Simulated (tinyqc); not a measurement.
What each parameter does: interface roughness in a thin film (subband fluctuation and scattering).

Square well of width t, barriers V0, c = hbar^2/2m0: E1 solves k t + 2 atan[(k/mz)/(kappa/mb)] = pi, k = sqrt(mz E/c), kappa = sqrt(mb (V0 - E)/c). One interface is rough, so the subband edge fluctuates by G dt with G = |dE1/dt| (central difference of 0.01 angstrom; 2 E1/t for hard walls).

Gaussian roughness spectrum S(q) = pi D^2 Lc^2 exp(-q^2 Lc^2/4). Degenerate gas, taken to fill one subband (the second starts to fill once c kF^2/md exceeds E2 - E1, which is not tested here): kF = sqrt(2 pi Ns/gv), q = 2 kF sin(theta/2), 1/tau = (md/(2 pi c hbar)) G^2 times the integral from 0 to pi of S(q)(1 - cos theta)/eps(q)^2 dtheta, eps(q) = 1 + qs/q with screening (qs = gv md q0/(c eps), q0 = e^2/(4 pi eps0), form factors left out, which overstates the screening; other scattering is left out too, so these values lie far above measured mobilities in all but the thinnest films) or 1 without; mobility = tau c2/md with c2 = e/m0 = 1.75882e15 cm^2/(V s^2); 1e12/cm^2 = 1e-4/angstrom^2.

Constants: hbar^2/2m0 = 3.80998211 eV angstrom^2; hbar = 6.58211957e-16 eV s; e^2/(4 pi eps0) = 14.39964547 eV angstrom.

Parameters, chosen for this exercise (near those of a thin Ge channel on (111), one valley; shifted at random, so the results belong to these values and not to a real crystal): t = 28 angstrom (film thickness); mz = 1.624 m0 (confinement mass); V0 = 2.25 eV (barrier); mb = 0.31 m0 (barrier mass); md = 0.081 m0 (mass in the plane); gv = 1 (valleys); D = 1.7 angstrom (rms height of the roughness); Lc = 46 angstrom (correlation length); Ns = 0.52 x 1e12/cm^2 (sheet density); eps = 11.7 (mean dielectric constant at the channel).

G, G D, and the screened mobility. Each row changes one parameter from the base and keeps the others.

Results:

| case | G (meV/angstrom) | G D (meV) | mobility (cm^2/(V s)) |
|---|---|---|---|
| base | 1.918 | 3.26 | 1.135e+05 |
| t = 24 angstrom | 2.998 | 5.10 | 4.645e+04 |
| D = 2.21 angstrom | 1.918 | 4.24 | 6.715e+04 |
| Lc = 54 angstrom | 1.918 | 3.26 | 1.004e+05 |
| Ns = 0.832 x 1e12/cm^2 | 1.918 | 3.26 | 1.263e+05 |
| mz = 1.868 m0 | 1.689 | 2.87 | 1.465e+05 |
| md = 0.093 m0 | 1.918 | 3.26 | 9.824e+04 |
| V0 = 1.57 eV | 1.883 | 3.20 | 1.178e+05 |
| eps = 14 | 1.918 | 3.26 | 9.690e+04 |

The largest shifts from the base row, up to three for each result and ties (the steps differ in size, so this ranks the rows, not the parameters). G (meV/angstrom): t +1.080, mz -0.230, V0 -0.036; unchanged at the printed digits by D, Lc, Ns, md and eps. G D (meV): t +1.84, D +0.98, mz -0.39; unchanged at the printed digits by Lc, Ns, md and eps. mobility (cm^2/(V s)): t -6.70e+04, D -4.63e+04, mz +3.30e+04. In the base case G D is 0.21 times EF - E1 = 15.4 meV.

Computed by tinyqc, a small Python program: `OMP_NUM_THREADS=1 python tinyqc.py 1281727 1281728 out.jsonl` (the numbers bound the seed that draws the inputs); one thread of a shared host (Intel(R) Xeon(R) Processor @ 2.30GHz), about 0.01 s for the whole set of steps.
